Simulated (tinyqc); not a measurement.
# Monte Carlo simulation of one carrier in a uniform electric field, step by step

A worked calculation. Computed by tinyqc, a small Python program that keeps every step. Command: `OMP_NUM_THREADS=1 python tinyqc.py 3026441 3026442 out.jsonl mcfl walk`. One thread of a shared host (Intel(R) Xeon(R) Processor @ 2.30GHz), about 3 s of CPU time with the checks. Intermediate numbers are printed to about 7 digits and carried at full precision; extremes and crossings named in words are read from the listed rows.

The force e F acts along +z. Flights end at the constant total rate Gamma; the part of Gamma that the real rates do not fill is self-scattering, which leaves k unchanged. One valley, no impurities and no intervalley scattering.

Inputs (values chosen for the exercise, for a model polar semiconductor):
```
quantity                                             value    unit
effective mass m                                     0.049     m_0
non-parabolicity alpha                                0.85    1/eV
static permittivity eps_s                             10.3       -
high-frequency permittivity eps_inf                   9.07       -
density rho                                           5640  kg/m^3
sound velocity v_l                                    5490     m/s
acoustic deformation potential D_A                     5.9      eV
optical phonon energy hbar w                          78.5     meV
lattice temperature T                                  400       K
electric field F                                       0.4   kV/cm
energy E_max up to which Gamma must cover the rates      1      eV
seed of the random numbers                           22108       -
```

Crystal: polar. Band: Kane.

starting wave vector (1/nm): 0.16  0.08  0.17

Constants: k_B = 1.380649e-23 J/K; e = 1.602176634e-19 C; hbar = 1.054571817e-34 J s; m_0 = 9.1093837015e-31 kg; hbar = 6.582119569e-16 eV s; eps_0 = 8.8541878128e-12 F/m; k_B = 8.617333262e-05 eV/K.

## Total rate Gamma

Kane band: hbar^2 k^2/(2 m) = E (1 + alpha E), speed v = hbar k/(m (1 + 2 alpha E)), states per spin, volume and energy g(E) = m k (1 + 2 alpha E)/(2 pi^2 hbar^2); overlap factors are set to 1. Masses are multiplied by m_0 and all formulas are in SI units. Phonon occupation N_q = 1/(exp(hbar w/(k_B T)) - 1). Acoustic deformation potential (elastic, equipartition, absorption and emission together): 1/tau = 2 pi k_B T D_A^2 g(E)/(hbar rho v_l^2). Polar optical, unscreened: W = e^2 w (1/eps_inf - 1/eps_s) m (1 + 2 alpha E') ln|(k + k')/(k - k')| / (4 pi eps_0 hbar^2 k), times N_q for absorption (E' = E + hbar w) and N_q + 1 for emission (E' = E - hbar w > 0), with alpha = 0 for a parabolic band; mean cosine of the angle <cos> = (k^2 + k'^2)/(2 k k') - 1/ln|(k + k')/(k - k')|. Gamma is 1.05 times the largest total rate on the grid E = (j + 1/2) E_max/400, j = 0..399.

largest total rate = 12.04176 1e12/s

energy of the largest rate = 998.75 meV

Gamma = 12.64385 1e12/s

## Flight 1

Random numbers (0.02 to 0.98, from up to 60 sets tried for early real events), one row a flight:
```
       r1      r2      r3      r4
1  0.3863  0.0619  0.7143  0.9075
2  0.7613  0.6892  0.1934  0.8526
3  0.3394  0.5035  0.4480  0.7352
4  0.1388  0.0378  0.7187  0.1853
5  0.5483  0.7948  0.8548  0.0661
6  0.3758  0.3283  0.3313  0.2240
7  0.4957  0.6713  0.3755  0.5410
```

Flight: t = -ln(r1)/Gamma; k_z grows by e F t/hbar; E follows from the band; dz = (E_end - E_start)/(e F). Use row 1 of the random numbers.

flight time t = 75.22559 fs

k at the end of the flight (1/nm): 0.1600000  0.0800000  0.1745715

energy at the end = 46.72194 meV

displacement dz = 28.39234 nm

## Scattering event 1

Choice: with cumulative rates in the order acoustic, absorption, emission, the process is the first whose sum exceeds r2 Gamma; if none, self-scattering. Final state: E' = E, E + hbar w or E - hbar w gives k'. Isotropic processes: cos(theta) = 1 - 2 r3 from the z axis, phi = 2 pi r4, k' (sin theta cos phi, sin theta sin phi, cos theta). Polar processes: cos(b) = [1 + xi - (1 + 2 xi)^r3]/xi, xi = 2 k k'/(k - k')^2, b from the old direction n; new direction cos b n + sin b (cos phi e1 + sin phi e2), e1 = (z x n)/|z x n|, e2 = n x e1.

cumulative rates (1e12/s): acoustic 0.094885, absorption 1.192855, emission 1.192855

r2 Gamma = 0.7826542 1e12/s

Process chosen: absorption

k after event 1, the start of the next flight (1/nm): 0.0297055  0.4043900  -0.1173682

## Flight 2

Use row 2 of the random numbers.

flight time t = 21.57000 fs

k at the end of the flight (1/nm): 0.0297055  0.4043900  -0.1160574

energy at the end = 125.0258 meV

displacement dz = -4.904586 nm

## Scattering event 2

The formulas are those given above.

cumulative rates (1e12/s): acoustic 0.179852, absorption 1.239214, emission 6.874368

r2 Gamma = 8.714141 1e12/s

Process chosen: self-scattering

k after event 2, the start of the next flight (1/nm): 0.0297055  0.4043900  -0.1160574

## All printed flights

Drift estimate: sum dz / sum t.

Flights:
```
flight    t (fs)  E at the end (meV)    dz (nm)          process   k_x (1/nm)  k_y (1/nm)  k_z (1/nm)
1        75.2256             46.7219   28.39234       absorption   0.02970549   0.4043900  -0.1173682
2        21.5700            125.0258   -4.90459  self-scattering   0.02970549   0.4043900  -0.1160574
3        85.4626            124.2696  -18.90361         emission   0.02516629   0.1074177  -0.2213193
4       156.1804             42.7968  -74.31922       absorption  -0.07647268   0.3869823   0.1283739
5        47.5277            121.7801   12.08102  self-scattering  -0.07647268   0.3869823   0.1312622
6        77.4051            122.5894   20.23247         emission  -0.04953411   0.1251457   0.2017748
7        55.5040             45.0814   24.80092  self-scattering  -0.04953411   0.1251457   0.2051479
```

drift estimate from these flights = -24323.10 m/s

3 of the 7 flights end in self-scattering. So few flights say little about the drift velocity: the estimate is noise at this length.

## Low-field mobility from the linear Boltzmann equation

On the grid E_j = (j + 1/2) hbar w/12 up to 20 k_B T + 2 hbar w, solve (sum of rates) l(E) = v(E) + W_abs <cos> l(E + hbar w) + W_em <cos> l(E - hbar w); mu_0 = e sum g v l exp(-E/k_B T)/(3 k_B T sum g exp(-E/k_B T)).

low-field mobility mu_0 = 23043.14 cm^2/(V s)

## Long runs: velocity against field

Each row: 250 carriers from a thermal start, 1600 flights each, the first half discarded, random numbers not printed; the error is the standard error over ten groups; the mean energy is taken at the ends of flights, which sample time evenly. Fields at which more than 0.02 % of the events exceed Gamma are left out.

Monte Carlo results:
```
F (kV/cm)  drift velocity (1e5 m/s)  error (1e5 m/s)  mu_0 F (1e5 m/s)  mean energy (meV)  real events (%)
0.1                           0.245            0.032          0.230431               57.0             18.3
0.2                           0.427            0.035          0.460863               57.0             18.4
0.4                           0.851            0.040          0.921725               57.3             18.6
0.8                           1.450            0.033          1.843451               60.4             19.4
1.6                           2.240            0.027          3.686902               67.4             21.9
```

At the lowest field the drift velocity is 1.06 +/- 0.14 of the ohmic value mu_0 F, at the highest 0.61 +/- 0.01. The mean energy goes from 57 to 67 meV against the parabolic-band thermal value 3 k_B T/2 = 52 meV: the carriers heat, more of them reach the emission threshold, where they lose momentum, and the curve bends below the ohmic line. Only 18 to 22 % of the events are real; the rest is the price of a constant Gamma.

Checks made by the program: energy gained in the printed flights against e F dz (relative difference 7e-09).
